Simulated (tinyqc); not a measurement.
Floating body of a partially depleted SOI transistor: body voltage and kink: one step of the calculation.

Source at 0 V. Channel current Ic = 2 nf K Vt^2 [F(0) - F(Vd)](1 + la Vd), F(V) = ln^2(1 + exp((Vg - VT - nf V)/(2 nf Vt))), VT = VT0 - gb Vb. Saturation voltage Vs = 2 Vt sqrt(F(0)) + 3 Vt, excess Ve = (Vd - Vs + sqrt((Vd - Vs)^2 + 0.0004 V^2))/2, multiplication M1 = Ai Ve exp(-Bl/Ve). Each junction passes D(v) = J1 (exp(v/Vt) - 1) + J2 (exp(v/(2 Vt)) - 1). Bipolar current Ib = bb J1 (exp(Vb/Vt) - 1). The body settles where M1 (Ic + Ib) = D(Vb) + D(Vb - Vd) + Vb/Rb; drain current Id = (1 + M1)(Ic + Ib) - D(Vb - Vd).

Task. New Vb. Current into the body I_in = M1 (Ic + Ib) - D(Vb - Vd), current out I_out = D(Vb) + Vb/Rb; f = ln(I_in/I_out), s = df/dVb by central differences over 1e-5 V, Vb(new) = Vb - f/s.

Parameters, values chosen for the exercise; values of the order met in partially depleted silicon-on-insulator transistors:
- T = 330 K (temperature)
- VT0 = 0.43 V (threshold at zero body voltage)
- gb = 0.28 (fall of the threshold per volt of body voltage)
- nf = 1.44 (slope factor)
- K = 220 uA/(V^2 um) (gain factor per width)
- la = 0.09 1/V (channel-length modulation factor)
- Ai = 1.61 1/V (impact-ionisation prefactor)
- Bl = 4.6 V (impact-ionisation voltage)
- J1 = 5.1e-12 uA/um (diffusion saturation current of each junction)
- J2 = 1.7e-8 uA/um (recombination saturation current of each junction)
- bb = 0.5 (gain of the lateral bipolar transistor on the diffusion current)
- Rb = 1e9 kohm um (resistance of a weak body tie to the source (1e9 stands for no tie, and the term is then dropped))
- Vg = 0.37 V (gate voltage)
- Vd = 2 V (drain voltage)

Constants: q = 1.602176634e-19 C, kB = 1.380649e-23 J/K, Vt = kB T/q. Results are converted to the units shown.

Vb at the start = 0.78 V

Wanted: Ic; Ve; M1; I_in; I_out; f; s; Vb after iteration 1.

Result.

Ic = 2.5884 uA/um
Ve = 1.7971 V
M1 = 0.22372
I_in = 1.0452 uA/um
I_out = 4.1819 uA/um
f = -1.3866
s = -18.156 1/V
Vb after iteration 1 = 0.70363 V

Range of the model: The multiplication law is an empirical form chosen for the exercise; self-heating and capacitive coupling to the body are left out, and the linear laws are rough once Vb passes about 0.7 V or M1 about 0.1.

Computed by the program tinyqc: `OMP_NUM_THREADS=1 python tinyqc.py 2182269 2182270 out.jsonl`, one thread of a shared Intel Xeon 2.30GHz, about 0.2 s for the whole run.
